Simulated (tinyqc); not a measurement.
## On-chip interconnect, size-dependent resistivity and RC delay: delay against the liner thickness

A rectangular line between two neighbours and two ground planes. Surface and grain-boundary scattering are added to the bulk resistivity as corrections; capacitances are parallel-plate values without fringing; inductance is ignored.

Metal width x = wd - 2 tl, height y = AR wd - tl; grain boundaries (Mayadas-Shatzkes): al = (lam/(gr x)) Rg/(1 - Rg), g = 1/[1 - 3 al/2 + 3 al^2 - 3 al^3 ln(1 + 1/al)] - 1; surfaces (Fuchs-Sondheimer, thick limit): s = (3/8) lam (1 - ps)(1/x + 1/y); rho = rho0 (1 + g + s); r = rho/(x y); c = eps0 ek (2 wd/hd + 2 Mf AR wd/sp). Elmore delay tE = Rd (c Lw + Cl) + r Lw (c Lw/2 + Cl); t50 is the time at which the far end of a ladder of 30 pi sections (half capacitances at both ends, Cl at the far end, a step applied through Rd) reaches half the step; line share r Lw/(Rd + r Lw); estimate 0.69 Rd (c Lw + Cl) + 0.38 r c Lw^2 + 0.69 r Lw Cl.

Values chosen for this exercise; metal values close to those of copper:
```
symbol,value,unit,meaning
rho0,1.72,uohm cm,bulk resistivity
lam,39.1,nm,bulk mean free path
ps,0,,specular share of surface scattering
Rg,0.57,,reflection coefficient of grain boundaries
gr,1,,grain size over the metal width
wd,36,nm,drawn line width
AR,1.8,,"aspect ratio, height over width"
sp,43,nm,space to the neighbouring lines
hd,49,nm,dielectric height to the planes above and below
ek,2.5,,relative permittivity of the dielectric
Mf,2,,Miller factor of the neighbours
Lw,120,um,line length
Rd,5100,ohm,driver resistance
Cl,2.5,fF,load capacitance
```

Constants: eps0 = 8.8541878128e-12 F/m. Results are converted to the units shown.

The same in every row: c (fF/um) = 0.1660.

Result of one run:

| rho (uohm cm) | r (ohm/um) | tE (ps) | t50 (ps) | estimate (ps) | line share of the resistance (%) |
|---|---|---|---|---|---|
| 6.339 | 28.37 | 156.7 | 112.7 | 110.5 | 40.03 |

Which liner on both walls and the bottom, not conducting tl gave this result: 0.6, 2.3, 2.9, 3.4 or 4 nm?

tl = 0.6 nm.

The whole series:

| tl (nm) | rho (uohm cm) | r (ohm/um) | tE (ps) | t50 (ps) | estimate (ps) | line share of the resistance (%) |
|---|---|---|---|---|---|---|
| 0 | 6.196 | 26.56 | 154.0 | 110.6 | 108.5 | 38.46 |
| 0.6 | 6.339 | 28.37 | 156.7 | 112.7 | 110.5 | 40.03 |
| 1.1 | 6.465 | 30.03 | 159.2 | 114.7 | 112.4 | 41.40 |
| 1.7 | 6.626 | 32.21 | 162.5 | 117.2 | 114.8 | 43.12 |
| 2.3 | 6.800 | 34.65 | 166.1 | 120.1 | 117.5 | 44.91 |
| 2.9 | 6.987 | 37.37 | 170.2 | 123.3 | 120.6 | 46.79 |
| 3.4 | 7.154 | 39.90 | 174.0 | 126.2 | 123.4 | 48.42 |
| 4 | 7.370 | 43.29 | 179.0 | 130.2 | 127.2 | 50.46 |

As tl goes from 0 to 4, r rises from 26.6 to 43.3 ohm/um, c stays at 0.166 fF/um and t50 rises from 111 to 130 ps. t50/tE lies between 0.718 and 0.727, and the estimate is within 2.3 % of t50.

Range of the model: The metal width is under the mean free path, where the thick-limit surface term and the simple sum of corrections lose accuracy.

Computed by the program tinyqc: `OMP_NUM_THREADS=1 python tinyqc.py 2100168 2100169 out.jsonl`, one thread of a shared Intel Xeon 2.30GHz, about 0.01 s for the whole run.
